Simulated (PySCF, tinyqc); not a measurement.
Inside a calculation. Method: RHF in the sto-3g basis, for H4, spin multiplicity 1. The lowest restricted solution is unstable here: a spin-polarised one lies 0.0807 hartree lower (PySCF). One step of it, computed by the program tinyqc.

Problem. Iteration 2: building the Fock matrix. J_ij = sum D_kl (ij|kl), K_ij = sum D_kl (ik|jl); F = H + J - 0.5 K; E = tr D H + tr D J / 2 - 0.25 tr D K + E_nn.

D after iteration 1, order 1H 1s, 2H 1s, 3H 1s, 4H 1s:
$$\begin{pmatrix}
0.790748 & 0.790748 & -0.097047 & -0.097047 \\
0.790748 & 0.790748 & -0.097047 & -0.097047 \\
-0.097047 & -0.097047 & 0.790748 & 0.790748 \\
-0.097047 & -0.097047 & 0.790748 & 0.790748
\end{pmatrix}$$

core Hamiltonian H = T + V (hartree), order 1H 1s, 2H 1s, 3H 1s, 4H 1s:
$$\begin{pmatrix}
-1.303326 & -0.498774 & -0.192214 & -0.094488 \\
-0.498774 & -1.303326 & -0.094488 & -0.192214 \\
-0.192214 & -0.094488 & -1.303326 & -0.498774 \\
-0.094488 & -0.192214 & -0.498774 & -1.303326
\end{pmatrix}$$

Two-electron integrals (ij|kl) in chemists' order, unique and non-zero (hartree):
```
(11|11) 0.774606   (21|11) 0.155399   (21|21) 0.046506   (22|11) 0.361033
(22|21) 0.155399   (22|22) 0.774606   (31|11) 0.050076   (31|21) 0.011812
(31|22) 0.031989   (31|31) 0.006014   (32|11) 0.018353   (32|21) 0.005758
(32|22) 0.020149   (32|31) 0.002333   (32|32) 0.001161   (33|11) 0.256555
(33|21) 0.068333   (33|22) 0.211179   (33|31) 0.050076   (33|32) 0.020149
(33|33) 0.774606   (41|11) 0.020149   (41|21) 0.005758   (41|22) 0.018353
(41|31) 0.002333   (41|32) 0.001138   (41|33) 0.018353   (41|41) 0.001161
(42|11) 0.031989   (42|21) 0.011812   (42|22) 0.050076   (42|31) 0.003841
(42|32) 0.002333   (42|33) 0.031989   (42|41) 0.002333   (42|42) 0.006014
(43|11) 0.068333   (43|21) 0.020174   (43|22) 0.068333   (43|31) 0.011812
(43|32) 0.005758   (43|33) 0.155399   (43|41) 0.005758   (43|42) 0.011812
(43|43) 0.046506   (44|11) 0.211179   (44|21) 0.068333   (44|22) 0.256555
(44|31) 0.031989   (44|32) 0.018353   (44|33) 0.361033   (44|41) 0.020149
(44|42) 0.050076   (44|43) 0.155399   (44|44) 0.774606
```

nuclear repulsion = 1.67769468 hartree

Give: Coulomb J; exchange K; Fock matrix F; total energy of this density.

Solution.

Coulomb J (hartree), order 1H 1s, 2H 1s, 3H 1s, 4H 1s:
$$\begin{pmatrix}
1.598 & 0.452 & 0.164 & 0.078 \\
0.452 & 1.598 & 0.078 & 0.164 \\
0.164 & 0.078 & 1.598 & 0.452 \\
0.078 & 0.164 & 0.452 & 1.598
\end{pmatrix}$$

exchange K (hartree), order 1H 1s, 2H 1s, 3H 1s, 4H 1s:
$$\begin{pmatrix}
0.887 & 0.562 & 0.095 & 0.074 \\
0.562 & 0.887 & 0.074 & 0.095 \\
0.095 & 0.074 & 0.887 & 0.562 \\
0.074 & 0.095 & 0.562 & 0.887
\end{pmatrix}$$

Fock matrix F (hartree), order 1H 1s, 2H 1s, 3H 1s, 4H 1s:
$$\begin{pmatrix}
-0.149 & -0.328 & -0.075 & -0.054 \\
-0.328 & -0.149 & -0.054 & -0.075 \\
-0.075 & -0.054 & -0.149 & -0.328 \\
-0.054 & -0.075 & -0.328 & -0.149
\end{pmatrix}$$

total energy of this density = -1.84488 hartree
